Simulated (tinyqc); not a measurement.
Worked calculation: Hubbard chain of 3 sites. Computed by tinyqc, a small Python program that keeps every step. Settings: hopping = 1.19, U = 3.6, mixing = 0.2, iteration cap = 59. Command: `OMP_NUM_THREADS=1 python tinyqc.py 27082 27083 out.jsonl` (the two numbers bound the seeds that draw the settings). One thread of a shared host (Intel(R) Xeon(R) Processor @ 2.60GHz), about 0.3 s of CPU time with the checks. Later iterations appear only in the table of the cycle.

## Mean-field iteration 1

one-body matrix (hopping and site energies) (eV):
```
           1          2          3
1  -0.370000  -1.190000   0.000000
2  -1.190000   0.190000  -1.190000
3   0.000000  -1.190000  -0.540000
```

U = 3.600000 eV

electrons, up and down: 2  1

mixing = 0.200000

n(up) at the start (a guess, not normalised): 1 0.967000, 2 0.367000, 3 0.967000

n(down) at the start (a guess): 1 0.033000, 2 0.633000, 3 0.033000

H(up) = T + U n(down), H(down) = T + U n(up); fill the lowest levels; n(new) = n + mixing (n(out) - n); E = tr T (rho up + rho down) + U sum n_up n_down of the output.

levels, up (eV): -1.131859  -0.329112  3.257371

levels, down (eV): 0.422345  3.022353  4.118902

energy = -2.199744 eV

n(up) after iteration 1: 1 0.954737, 2 0.329623, 3 0.956440

n(down) after iteration 1: 1 0.054005, 2 0.647338, 3 0.057857

## Mean-field iteration 2

As before.

levels, up (eV): -1.053688  -0.247726  3.314535

levels, down (eV): 0.314958  2.981323  4.050599

energy = -2.204346 eV

n(up) after iteration 2: 1 0.944774, 2 0.300135, 3 0.947730

n(down) after iteration 2: 1 0.069945, 2 0.660895, 3 0.076520

## Convergence

Each step fills the lowest levels of T + U n(other spin) and sets n(new) = n + mixing (n(out) - n); stop when output and input agree to 1e-8.

Course of the cycle:
```
iteration       E (eV)  largest |n(out) - n(in)|  mean |n_up - n_down|
1          -2.19974403                  1.87e-01              0.683050
2          -2.20434629                  1.47e-01              0.688626
3          -2.20695236                  1.17e-01              0.693267
4          -2.20851252                  9.35e-02              0.697199
5          -2.20950202                  7.51e-02              0.700571
6          -2.21016418                  6.07e-02              0.703486
7          -2.21062774                  4.93e-02              0.706020
8          -2.21096377                  4.03e-02              0.708231
9          -2.21121358                  3.31e-02              0.710165
10         -2.21140256                  2.73e-02              0.711861
11         -2.21154717                  2.26e-02              0.713349
...                ...                       ...                   ...
49         -2.21205006                  1.15e-04              0.724310
50         -2.21205007                  1.01e-04              0.724321
51         -2.21205007                  8.92e-05              0.724331
52         -2.21205008                  7.87e-05              0.724340
53         -2.21205008                  6.94e-05              0.724348
54         -2.21205009                  6.12e-05              0.724355
55         -2.21205009                  5.40e-05              0.724361
56         -2.21205009                  4.77e-05              0.724366
57         -2.21205009                  4.21e-05              0.724371
58         -2.21205009                  3.71e-05              0.724375
59         -2.21205010                  3.27e-05              0.724379
```

Not converged within 59 iterations: the residual falls steadily but slowly, by a factor of about 0.88 a step. The lowest mean-field energy found from random starts is -2.21205 eV. Reruns (cap 100 unless said): mixing 0.5: converged in 46 (E = -2.21205); mixing 0.9: converged in 22 (E = -2.21205); the original settings with a cap of 400: converged in 125 (E = -2.21205).

## The many-body Hamiltonian

Basis: all placements (u, d, 2, 0 on each site), up operators ordered before down ones; hops carry the sign of the same-spin electrons passed.

H (eV):
```
           2u0        u20        uud        20u        udu        u02        duu        02u
2u0   3.050000  -1.190000   0.000000  -1.190000   0.000000   0.000000   0.000000   0.000000
u20  -1.190000   3.610000  -1.190000   0.000000  -1.190000   0.000000   0.000000   0.000000
uud   0.000000  -1.190000  -0.720000   0.000000   0.000000  -1.190000   0.000000   0.000000
20u  -1.190000   0.000000   0.000000   2.320000  -1.190000   0.000000  -1.190000   0.000000
udu   0.000000  -1.190000   0.000000  -1.190000  -0.720000  -1.190000   0.000000  -1.190000
u02   0.000000   0.000000  -1.190000   0.000000  -1.190000   2.150000   0.000000   0.000000
duu   0.000000   0.000000   0.000000  -1.190000   0.000000   0.000000  -0.720000  -1.190000
02u   0.000000   0.000000   0.000000   0.000000  -1.190000   0.000000  -1.190000   3.440000
0u2   0.000000   0.000000   0.000000   0.000000   0.000000  -1.190000   0.000000  -1.190000

           0u2
2u0   0.000000
u20   0.000000
uud   0.000000
20u   0.000000
udu   0.000000
u02  -1.190000
duu   0.000000
02u  -1.190000
0u2   2.710000
```

## Exact diagonalisation (9 states)

Lowest levels of the sector, and the double occupancy of the lowest state.

lowest levels (eV): -2.499983  -1.400221  -0.720000  1.117930  2.060128  2.866909

double occupancy per site = 0.097790

## The lowest level by Lanczos steps

From a random start vector (not printed): a_j = <q_j|H|q_j>, b_j = norm of the remainder after orthogonalising; the Ritz value is the lowest eigenvalue of the tridiagonal matrix of a and b so far.

Lanczos:
```
j  a_j (eV)  b_j (eV)  lowest Ritz value (eV)
1  2.735009  2.469851              2.73500945
2  1.703279  1.870780             -0.30400430
3  1.558394  2.237168             -1.15484716
4  0.629188  2.289229             -1.91929684
5  1.854027  1.736285             -2.40767992
6  2.559007  0.719097             -2.49445228
7  0.814202  2.234401             -2.49755388
8  1.107130  0.535777             -2.49991060
9  2.159764         0             -2.49998344
```
